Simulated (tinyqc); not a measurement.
Worked calculation: Ewald sum of point charges, zinc blende, strained along z by a factor 1.01, lattice. Computed by tinyqc, a small Python program that keeps every step. Command: `OMP_NUM_THREADS=1 python tinyqc.py 22429 22430 out.jsonl` (the two numbers bound the seeds that draw the settings). One thread of a shared host (Intel(R) Xeon(R) Processor @ 2.60GHz), about 0.09 s of CPU time with the checks.

## Ewald sum with eta = 0.491 1/bohr

cell vectors (rows) (bohr):
```
          1         2         3
1  0.000000  3.325000  3.358000
2  3.325000  0.000000  3.358000
3  3.325000  3.325000  0.000000
```

Charges:
```
q                f1        f2        f3
2.000000   0.000000  0.000000  0.000000
-2.000000  0.250000  0.250000  0.250000
```

Real space: 1/2 sum q_i q_j erfc(eta r)/r over all images with r > 0; reciprocal space: (2 pi/V) sum_(G != 0) exp(-G^2/4 eta^2)/G^2 |S(G)|^2 with S(G) = sum q exp(i G.r); self term -eta/sqrt(pi) sum q^2; background -pi Q^2/(2 V eta^2), Q the total charge.

Real-space shells (first ones):
```
r (bohr)  pairs  sum (hartree)
2.889092      8      -0.248344
4.702260      8       0.003723
4.725652     16       0.006995
5.518886     16      -0.000736
5.558703      8      -0.000327
6.650000      8       0.000009
6.716000      4       3.70e-06
7.250473      8      -1.06e-06
7.280826     16      -1.89e-06
8.158081     32       1.15e-07
8.198531     16       4.88e-08
8.641794     16      -7.28e-09
```

Reciprocal shells (first ones that count):
```
G^2 (1/bohr^2)  vectors  sum (hartree)
2.660707              8       0.128940
3.501050              2       0.020497
3.570890              4       0.037385
9.662808              8       0.000025
9.802487             16       0.000043
10.642830             8       0.000016
16.804588            16       1.74e-08
16.944266             8       7.47e-09
17.575091             8       7.49e-09
17.784609             8       5.96e-09
17.854449             8       5.52e-09
```

## The total does not depend on eta

The same sums for other eta.

Totals (hartree per cell):
```
eta            real  reciprocal       self  background        total
0.491000  -0.238679    0.186907  -2.216137    0.000000  -2.26790903
0.775000  -0.008542    1.238609  -3.497975    0.000000  -2.26790903
1.007000  -0.000215    2.277417  -4.545111    0.000000  -2.26790903
```

shortest distance = 2.889092 bohr

Madelung constant -E d / (formula units |q+ q-|) = 1.638050
